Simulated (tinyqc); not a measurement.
Polytypes and stacking faults of a tetrahedral semiconductor in an axial Ising model with couplings up to third neighbours. Changing the J1. Computed by tinyqc, a small Python program. Command: `OMP_NUM_THREADS=1 python tinyqc.py 3008066 3008067 out.jsonl polytype sweep`. One thread of a shared host (Intel(R) Xeon(R) Processor @ 2.30GHz), about 0.01 s of CPU time with the checks.

Each double layer has s = +1 or -1 for the sense of its stacking step; E per pair of atoms = E0 - sum_n J_n <s_i s_(i+n)>, n = 1, 2, 3. Hexagonality h = (1 - <s_i s_(i+1)>)/2.

Inputs (values chosen for the exercise, of the order of those of SiC for J, a, G and the gaps):
```
quantity                  value      unit
J2                        -2.37  meV/pair
J3                        -0.39  meV/pair
basal lattice constant a   3.08  angstrom
shear modulus G             195       GPa
Poisson ratio nu           0.27         -
gap of 3C                  2.39        eV
gap of 4H                  3.26        eV
```

Host polytype: 4H.

correlations of the repeat units 3C (+), 2H (+-), 4H (++--), 6H (+++---), 15R (+++--), 8H (++++----), 21R (++++---), 9R (++-):
```
         n = 1      n = 2      n = 3
3C    1.000000   1.000000   1.000000
2H   -1.000000   1.000000  -1.000000
4H    0.000000  -1.000000   0.000000
6H    0.333333  -0.333333  -1.000000
15R   0.200000  -0.600000  -0.600000
8H    0.500000   0.000000  -0.500000
21R   0.428571  -0.142857  -0.714286
9R   -0.333333  -0.333333   1.000000
```

fault coefficients k_n:
```
                      J1  J2  J3
single Shockley (31)   0  -4   0
double Shockley (62)  -4  -8   0
Frank-type (32)       -1  -2   3
```

Constants: 1 eV/angstrom^2 = 16.02176634 J/m^2.

Method:
- E - E(3C) = sum_n J_n (1 - C_n), C_n = <s_i s_(i+n)>. The gap is taken linear in h between 3C (h = 0) and 4H (h = 1/2), a rough rule, with a dash beyond.
- Faults in 4H: the sequences single Shockley (31) (+++-), double Shockley (62) (++++++--), Frank-type (32) (+++--) are put between perfect repeats; k_n = (layers x C_n of the host) - sum_i s_i s_(i+n). gamma = sum k_n J_n/A, A = (sqrt 3/2) a^2; 1 meV/angstrom^2 = 16.02177 mJ/m^2.
- Screw line, bounded by the single Shockley (31) fault of energy gamma: b = a, partials b_p = a/sqrt 3; d = G b_p^2 (2 - 3 nu)/(8 pi gamma (1 - nu)). One partial is driven off by the shear stress gamma/b_p along its Burgers vector.

One run for each value; columns: (1) J1 (meV/pair); (2) E(2H) - E(3C) (meV/pair); (3) E(4H) - E(3C) (meV/pair); (4) E(6H) - E(3C) (meV/pair); (5) energy of the glide fault, single Shockley (31) (mJ/m^2); (6) splitting width d (nm):
```
(1)        (2)     (3)      (4)     (5)     (6)
-4.640  -10.06  -9.770  -7.0333  18.488  21.633
-3.210   -7.20  -8.340  -6.0800  18.488  21.633
-1.770   -4.32  -6.900  -5.1200  18.488  21.633
-0.335   -1.45  -5.465  -4.1633  18.488  21.633
1.100     1.42  -4.030  -3.2067  18.488  21.633
2.540     4.30  -2.590  -2.2467  18.488  21.633
3.970     7.16  -1.160  -1.2933  18.488  21.633
5.400    10.02   0.270  -0.3400  18.488  21.633
6.840    12.90   1.710   0.6200  18.488  21.633
```

What does the table show, and why?

Over the rows, E(2H) - E(3C) (meV/pair) rises from -10.1 to 12.9; E(4H) - E(3C) (meV/pair) rises from -9.77 to 1.71; E(6H) - E(3C) (meV/pair) rises from -7.03 to 0.620. All energies are linear in J1, with slopes 2, 1 and 2/3 for 2H, 4H and 6H: twice the hexagonality.

Extremes, crossings and ranges named in words are read from the listed rows.
